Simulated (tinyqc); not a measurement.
Thermal stress, cracking, delamination and buckling of a thin film; Griffith cracks and misfitting inclusions: one step, computed by the program tinyqc. Command: `OMP_NUM_THREADS=1 python tinyqc.py 3004027 3004028 out.jsonl filmcrack walk`. One thread of a shared host (Intel(R) Xeon(R) Processor @ 2.30GHz), about 0.01 s of CPU time with the checks.

Isotropic linear elasticity; the substrate is much thicker than the film; stress is positive in tension.

Problem. Stress in the film. Thermal strain = (alpha_f - alpha_s)(T_d - T); stress = E/(1 - nu) x strain + intrinsic stress; plane-strain modulus Ebar = E/(1 - nu^2); G0 = stress^2 h/(2 Ebar) is the energy freed per area when a long strip loses its stress across its width.

Inputs (values chosen for the exercise, modelled on a silicon nitride film on silicon):
```
quantity,value,unit
film Young's modulus E,244,GPa
film Poisson ratio nu,0.24,-
film expansion alpha_f,3.16,1e-6/K
substrate expansion alpha_s,2.9,1e-6/K
deposition temperature T_d,1200,K
final temperature T,300,K
intrinsic stress,530,MPa
film thickness h,0.059,micrometre
```

Give: thermal strain; film stress; Ebar; G0.

Solution.

thermal strain = 2.34e-04

film stress = 605.1 MPa

Ebar = 258.9 GPa

G0 = 0.04172 J/m^2

The film ends in tension; the thermal part is 75.1 MPa.
